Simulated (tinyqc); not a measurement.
# Worked calculation: tunnelling through a two-layer gate stack, WKB transmission and Tsu-Esaki current

Computed by the program tinyqc: `OMP_NUM_THREADS=1 python tinyqc.py 2540088 2540089 out.jsonl`, one thread of a shared Intel Xeon 2.30GHz, about 0.04 s for the whole run. Printed values are rounded.

Electrons leave the emitter at x = 0. Energies E (motion across the layers) are in eV from the emitter Fermi level; the collector Fermi level lies at -V and offers states at every E. No charge in the dielectric and no image force: F1 = V/(t1 + t2 eps1/eps2), F2 = F1 eps1/eps2; U = phi1 - F1 x in layer 1 and phi2 - F1 t1 - F2 (x - t1) in layer 2. With C = hbar^2/(2 m0), kappa = sqrt(m (U - E)/C) where U > E and 0 elsewhere; T(E) = exp(-S), S = 2 times the integral of kappa over x.

Values chosen for this exercise; layer 1 close to silicon dioxide, layer 2 close to zirconium oxide:
```
symbol,value,unit,meaning
T,400,K,temperature
Ef,0.35,eV,Fermi energy of the emitter above its band bottom
me,1,m0,emitter mass in the supply function
phi1,3.15,eV,barrier of layer 1 above the emitter Fermi level at zero bias
m1,0.48,m0,tunnelling mass of layer 1
t1,1.2,nm,thickness of layer 1
eps1,3.85,,relative permittivity of layer 1
phi2,1.43,eV,barrier of layer 2 at zero bias
m2,0.24,m0,tunnelling mass of layer 2
t2,3.5,nm,thickness of layer 2
eps2,25.7,,relative permittivity of layer 2
V,0.4,V,voltage across the dielectric
E,0.16,eV,energy of the electron followed
nc,4,,cells in each layer
Ea,-0.35,eV,lower end of the energy grid
Eb,0.5,eV,upper end of the energy grid
nE,11,,points of the energy grid
```

Constants: q = 1.602176634e-19 C, kB = 1.380649e-23 J/K, hbar = 1.054571817e-34 J s, m0 = 9.1093837015e-31 kg, Vt = kB T/q, hbar^2/(2 m0) = 0.0380998212 eV nm^2. Results are converted to the units shown.

## Fields and band edges

F1 = V/(t1 + t2 eps1/eps2), F2 = F1 eps1/eps2; U = phi1 - F1 x in layer 1 and phi2 - F1 t1 - F2 (x - t1) in layer 2. EOT = 3.9 (t1/eps1 + t2/eps2).

F1 = 2.31976 MV/cm
F2 = 0.347512 MV/cm
U at the end of layer 1 = 2.87163 eV
U at the start of layer 2 = 1.15163 eV
U at the end of layer 2 = 1.03 eV
EOT = 1.74671 nm

## WKB exponent by the midpoint rule

Cut each layer into nc equal cells, take U and kappa at the cell centres, and sum S = 2 sum kappa h.

x, cell 0 to 7 (nm): [0.15000, 0.45000, 0.75000, 1.05000, 1.63750, 2.51250, 3.38750, 4.26250]
U, cell 0 to 7 (eV): [3.11520, 3.04561, 2.97602, 2.90643, 1.13643, 1.10602, 1.07561, 1.04520]
kappa, cell 0 to 7 (1/nm): [6.10173, 6.02945, 5.95630, 5.88224, 2.48007, 2.44115, 2.40159, 2.36138]
S = 31.3292
T(E) = 2.47693e-14

## WKB exponent in closed form

Each layer adds (2/F) sqrt(m/C) [G(u at its left edge) - G(u at its right edge)] to S, with u = U - E (0 where negative) and G(u) = (2/3) u^1.5. The slope follows from 1/d = -dS/dE.

S = 31.3289
T(E) = 2.47762e-14
energy d over which T(E) grows by a factor e = 0.085960 eV

The midpoint rule gives S = 31.329, so its T(E) is 0.028 % below this value. The band edge stays above E through the whole stack: direct tunnelling through a trapezoid.

## Current density on a coarse energy grid

J = J0 times the integral of T(E) N(E) dE, N = ln[(1 + exp(-E/Vt))/(1 + exp((-E - V)/Vt))], J0 = q^2 me m0 kB T/(2 pi^2 hbar^3) (times 1e-4 for A/cm^2 per eV), by Simpson's rule on nE equally spaced points from Ea to Eb.

E, point 0 to 10 (eV): [-0.350000, -0.265000, -0.180000, -0.095000, -0.010000, 0.075000, 0.160000, 0.245000, 0.330000, 0.415000, 0.500000]
T(E), point 0 to 10: [1.14877e-16, 2.63569e-16, 6.18637e-16, 1.48867e-15, 3.68207e-15, 9.38939e-15, 2.47762e-14, 6.79597e-14, 1.94875e-13, 5.88461e-13, 1.88947e-12]
N, point 0 to 10: [9.94338, 7.66874, 5.22573, 2.81753, 0.848675, 0.107518, 0.00959400, 8.18378e-4, 6.95287e-5, 5.90507e-6, 5.01503e-7]
T(E) N, point 0 to 10: [1.14227e-15, 2.02125e-15, 3.23283e-15, 4.19438e-15, 3.12488e-15, 1.00953e-15, 2.37703e-16, 5.56168e-17, 1.35494e-17, 3.47490e-18, 9.47577e-19]
J0 = 5.57821e8 A/(cm^2 eV)
J = 6.87485e-7 A/cm^2

The integrand peaks at E = -0.0950 eV among these points. A converged quadrature from -Ef to above the barrier gives 6.886e-7 A/cm^2; this grid is 0.16 % below that.
